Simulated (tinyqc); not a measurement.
Worked calculation: Hubbard ring of 6 sites. Computed by tinyqc, a small Python program that keeps every step. Settings: hopping = 1.66, U = 9.2, mixing = 0.2, iteration cap = 90. Command: `OMP_NUM_THREADS=1 python tinyqc.py 27042 27043 out.jsonl` (the two numbers bound the seeds that draw the settings). One thread of a shared host (Intel(R) Xeon(R) Processor @ 2.60GHz), about 0.3 s of CPU time with the checks.

one-body matrix (hopping and site energies) (eV):
```
           1          2          3          4          5          6
1  -0.810000  -1.660000   0.000000   0.000000   0.000000  -1.660000
2  -1.660000  -0.670000  -1.660000   0.000000   0.000000   0.000000
3   0.000000  -1.660000  -0.250000  -1.660000   0.000000   0.000000
4   0.000000   0.000000  -1.660000  -0.940000  -1.660000   0.000000
5   0.000000   0.000000   0.000000  -1.660000  -0.910000  -1.660000
6  -1.660000   0.000000   0.000000   0.000000  -1.660000   0.020000
```

U = 9.200000 eV

electrons, up and down: 3  3

n(up) at the start (a guess, not normalised): 1 0.500000, 2 0.500000, 3 0.500000, 4 0.500000, 5 0.500000, 6 0.500000

n(down) at the start (a guess): 1 0.500000, 2 0.500000, 3 0.500000, 4 0.500000, 5 0.500000, 6 0.500000

Each step fills the lowest levels of T + U n(other spin) and sets n(new) = n + mixing (n(out) - n); stop when output and input agree to 1e-8.

Course of the cycle:
```
iteration       E (eV)  largest |n(out) - n(in)|  mean |n_up - n_down|
1          -3.01240094                  8.59e-02              0.000000
2          -3.06468379                  4.54e-02              0.000000
3          -3.07959444                  2.44e-02              0.000000
4          -3.08404678                  1.34e-02              0.000000
5          -3.08540783                  7.39e-03              0.000000
6          -3.08582858                  4.12e-03              0.000000
7          -3.08595943                  2.31e-03              0.000000
8          -3.08600031                  1.30e-03              0.000000
9          -3.08601313                  7.38e-04              0.000000
10         -3.08601717                  4.19e-04              0.000000
11         -3.08601845                  2.38e-04              0.000000
...                ...                       ...                   ...
21         -3.08601905                  1.01e-06              0.000000
22         -3.08601905                  6.06e-07              0.000000
23         -3.08601905                  3.63e-07              0.000000
24         -3.08601905                  2.17e-07              0.000000
25         -3.08601905                  1.31e-07              0.000000
26         -3.08601905                  7.87e-08              0.000000
27         -3.08601905                  4.75e-08              0.000000
28         -3.08601905                  2.87e-08              0.000000
29         -3.08601905                  1.73e-08              0.000000
30         -3.08601905                  1.05e-08              0.000000
31         -3.08601905                  6.37e-09              0.000000
```

Can the last value be used, and what does the course show?

No, though the log alone does not show it. Converged in 31 iterations. But random starts reach -7.05690 eV, so this is another stationary point, not the lowest one. Reruns (cap 100 unless said): mixing 0.5: converged in 34 to a higher stationary point (E = -3.08602); mixing 0.9: not converged. Before convergence this energy mixes input and output and is not variational, so it may rise towards its limit.
